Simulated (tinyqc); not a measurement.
Electron mobility of a polar semiconductor by Rode's iterative solution of the Boltzmann equation: one step, computed by the program tinyqc. Command: `OMP_NUM_THREADS=1 python tinyqc.py 3021894 3021895 out.jsonl rode walk`. One thread of a shared host (Intel(R) Xeon(R) Processor @ 2.30GHz), about 0.01 s of CPU time with the checks.

The distribution is f(E) + e F l(E) (-df/dE) cos(theta) for a weak field F, theta counted from the force; l(E) is a mean free path. Elastic processes enter by their momentum rate, polar optical phonons by out- and in-scattering terms. One valley only: where upper valleys lie close, measured mobilities are lower. The density n is prescribed, even where a narrow-gap material would have more intrinsic carriers.

Problem. Fermi level and screening. Parabolic band: E = hbar^2 k^2/(2 m), speed v = hbar k/m, states per spin, volume and energy g(E) = m k/(2 pi^2 hbar^2). Masses are multiplied by m_0 and all formulas are in SI units. The reduced Fermi level eta = E_F/(k_B T) solves n = 2 Z int g f dE with f = 1/(1 + exp(x - eta)) (Z = 1 unless valleys are given); screening length L_s = sqrt(eps_s eps_0 k_B T/(e^2 dn/deta)), dn/deta = 2 Z int g f (1 - f) dE. Integrals over x = E/(k_B T) use 160 Gauss-Legendre points in u = sqrt(x) from 0 to sqrt(max(eta, 0) + 32). N_I = n (1 + C)/(1 - C).

Inputs (values chosen for the exercise, for a model polar semiconductor):
```
quantity                     value    unit
effective mass m              0.47     m_0
static permittivity eps_s     10.1       -
electron density n         6.1e+14  1/cm^3
compensation ratio C             0       -
temperature T                  150       K
```

Band: parabolic. Elastic processes: acoustic, impurity.

Constants: k_B = 8.617333262e-05 eV/K; m_0 = 9.1093837015e-31 kg; e = 1.602176634e-19 C; hbar = 1.054571817e-34 J s; eps_0 = 8.8541878128e-12 F/m; k_B = 1.380649e-23 J/K.

Give: reduced Fermi level eta; screening length L_s; ionised impurity density N_I.

Solution.

reduced Fermi level eta = -8.4524

screening length L_s = 108.76 nm

ionised impurity density N_I = 6.10e+14 1/cm^3
